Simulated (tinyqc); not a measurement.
Worked calculation: dopants and charged point defects at anneal temperature: Fermi-level effect, clustering and pairing. Computed by tinyqc, a small Python program that keeps every step. Command: `OMP_NUM_THREADS=1 python tinyqc.py 3010762 3010763 out.jsonl pairing walk`. One thread of a shared host (Intel(R) Xeon(R) Processor @ 2.30GHz), about 0.02 s of CPU time with the checks. Intermediate numbers are printed to about 6 digits and carried at full precision; extremes and crossings named in words are read from the listed rows.

Boltzmann statistics and full ionisation of active dopants. Energies are counted from the valence band; the defect (a vacancy or self-interstitial) has five charge states, with all degeneracy factors one.

Inputs (values chosen for the exercise, with bands modelled on silicon):

| quantity | value | unit |
|---|---|---|
| gap at 0 K E_g0 | 1.19 | eV |
| Varshni alpha | 0.000484 | eV/K |
| Varshni beta | 656 | K |
| electron mass m_e | 0.322 | m_0 |
| valleys M_c | 6 | - |
| hole mass m_h | 0.786 | m_0 |
| anneal temperature T | 890 | K |
| total dopant density N | 3.2e+18 | cm^-3 |
| formation enthalpy of the neutral defect H_f | 3.18 | eV |
| formation entropy S_f | 5.5 | k_B |
| site density N_s | 3.1e+22 | cm^-3 |
| intrinsic dopant diffusivity D_i | 2.3e-16 | cm^2/s |
| anneal time t | 800 | s |
| dopant atoms per cluster k | 3 | - |
| cluster binding energy E_b | 1.29 | eV |

Dopant: acceptor. Second part: clustering of the dopant.

defect levels as fractions of E_g(T): (2+/+), (+/0), (0/-), (-/2-): 0.097  0.15  0.5  0.72

Constants: m_0 = 9.1093837015e-31 kg; k_B = 1.380649e-23 J/K; h = 6.62607015e-34 J s; k_B = 8.617333262e-05 eV/K.

## The host at the anneal temperature

E_g = E_g0 - alpha T^2/(T + beta). N_c = 2 M_c (2 pi m_e k_B T/h^2)^(3/2) and N_v = 2 (2 pi m_h k_B T/h^2)^(3/2), masses in units of m_0. n_i = sqrt(N_c N_v) exp(-E_g/2 k_B T); E_i = E_g/2 + (k_B T/2) ln(N_v/N_c).

E_g = 0.942020 eV

k_B T = 0.0766943 eV

n_i = 2.41175e+17 cm^-3

E_i = 0.453633 eV

effective density of states N_b of the majority band = 8.93530e+19 cm^-3

## Active and clustered dopant

p = A/2 + sqrt(A^2/4 + n_i^2) for an active density A. k ionised dopants and k carriers form one neutral cluster: C = N_s (A/N_s)^k (p/N_b)^k exp(E_b/k_B T), N_b the effective density of states of the majority band, and N = A + k C (60 bisections in ln A between ln N - 90 and ln N).

active density A = 3.19990e+18 cm^-3

clusters C = 3.21334e+13 cm^-3

active share = 0.999970

Nearly all the dopant is active.

## Carrier density and Fermi level

chi = n/n_i (for acceptors n_i/p); E_F = E_i + k_B T ln chi; field enhancement h = 1 + A/sqrt(A^2 + 4 n_i^2).

p = 3.21798e+18 cm^-3

chi = 0.0749463

E_F = 0.254920 eV

field enhancement h = 1.98883

The doping is 13.3 n_i: extrinsic conditions.

## Charged defects

C_0 = N_s exp(S_f/k_B) exp(-H_f/k_B T). Ratios to the neutral state at E_F = E_i: r_+ = exp((E(+/0) - E_i)/k_B T), r_2+ = r_+ exp((E(2+/+) - E_i)/k_B T), r_- = exp((E_i - E(0/-))/k_B T), r_2- = r_- exp((E_i - E(-/2-))/k_B T); at other E_F state q scales as chi^(-q). The enhancement is sum r_q chi^(-q)/sum r_q. The charge on the defects is left out of neutrality.

neutral defects C_0 = 7.45906e+06 cm^-3

Charge states:

| state | ratio r | intrinsic (cm^-3) | doped (cm^-3) |
|---|---|---|---|
| 2+ | 1.51368e-04 | 1.12906e+03 | 2.01010e+05 |
| + | 1.70364e-02 | 1.27075e+05 | 1.69555e+06 |
| 0 | 1.00000e+00 | 7.45906e+06 | 7.45906e+06 |
| - | 7.97259e-01 | 5.94680e+06 | 4.45690e+05 |
| 2- | 4.26227e-02 | 3.17925e+05 | 1.78577e+03 |

all defects, doped = 9.80310e+06 cm^-3

enhancement over intrinsic = 0.707703

mean charge = 0.168142 e

Doping leaves the neutral state alone and scales the total by 0.708; the most common state is 0 (in intrinsic material 0).

## Dopant diffusivity

If every charge state of the defect carries the dopant equally well, D = D_i x enhancement x h x (active share A/N, a rough stand-in that overstates the dA/dN which immobile clusters call for), D_i being an input held fixed when T or H_f is moved; diffusion length 2 sqrt(D t).

effective diffusivity D = 3.23715e-16 cm^2/s

D/D_i = 1.40746

diffusion length = 10.1779 nm

## Against doping

chi = n/n_i; h = 1 + A/sqrt(A^2 + 4 n_i^2); the dopant diffusivity over its intrinsic value is D/D_i = enhancement x h x A/N, if every charge state carries the dopant equally well.

Trend at the anneal temperature:

| N (cm^-3) | active A (cm^-3) | chi | defect enhancement | mean charge | D/D_i |
|---|---|---|---|---|---|
| 7.20e+15 | 7.20000e+15 | 0.985185 | 0.99310 | -0.461203 | 1.00793 |
| 2.00e+16 | 2.00000e+16 | 0.959396 | 0.98114 | -0.452934 | 1.02178 |
| 5.50e+16 | 5.50000e+16 | 0.892455 | 0.95028 | -0.430625 | 1.05794 |
| 1.50e+17 | 1.50000e+17 | 0.736261 | 0.87962 | -0.373124 | 1.14082 |
| 4.20e+17 | 4.20000e+17 | 0.455228 | 0.75922 | -0.242365 | 1.25778 |
| 1.20e+18 | 1.20000e+18 | 0.193458 | 0.67199 | -0.049101 | 1.29550 |
| 3.20e+18 | 3.19990e+18 | 0.074946 | 0.70770 | 0.168142 | 1.40746 |
| 8.70e+18 | 8.66260e+18 | 0.027819 | 0.98553 | 0.536183 | 1.96106 |
| 2.40e+19 | 1.93555e+19 | 0.012458 | 1.80534 | 0.986682 | 2.91148 |

Well below n_i = 2.41e17 cm^-3 chi and the enhancement are near 1. At any doping d ln(enhancement)/d ln chi equals minus the mean charge, which goes from -0.46 to +0.99 over the rows. The defect density first falls, because doping removes the states with the sign of the ionised dopant before it feeds the opposite ones. Clustering bends A over: its exponent in N falls to 0.79, towards 1/(2k) = 0.167.

## Activation against anneal temperature

The formulas are those given above.

Equilibrium activation:

| T (K) | n_i (cm^-3) | active A (cm^-3) | clusters C (cm^-3) | active share |
|---|---|---|---|---|
| 530 | 3.97193e+14 | 1.63110e+18 | 5.22967e+17 | 0.509718 |
| 620 | 3.71586e+15 | 2.84133e+18 | 1.19555e+17 | 0.887917 |
| 710 | 2.05474e+16 | 3.18198e+18 | 6.00570e+15 | 0.994370 |
| 800 | 7.97717e+16 | 3.19898e+18 | 3.38707e+14 | 0.999682 |
| 890 | 2.41175e+17 | 3.19990e+18 | 3.21334e+13 | 0.999970 |
| 980 | 6.06710e+17 | 3.19999e+18 | 4.84243e+12 | 0.999995 |
| 1070 | 1.32767e+18 | 3.20000e+18 | 1.23779e+12 | 0.999999 |

The active share goes from 0.510 at 530 K to 1.000 at 1070 K, so a layer activated by a hot, short anneal is metastable and deactivates in later, cooler steps if the dopant can move.

Checks made by the program: conservation of the dopant (relative difference below 1e-10); ratios against Boltzmann factors of formation energies at E_F (relative difference below 1e-10).
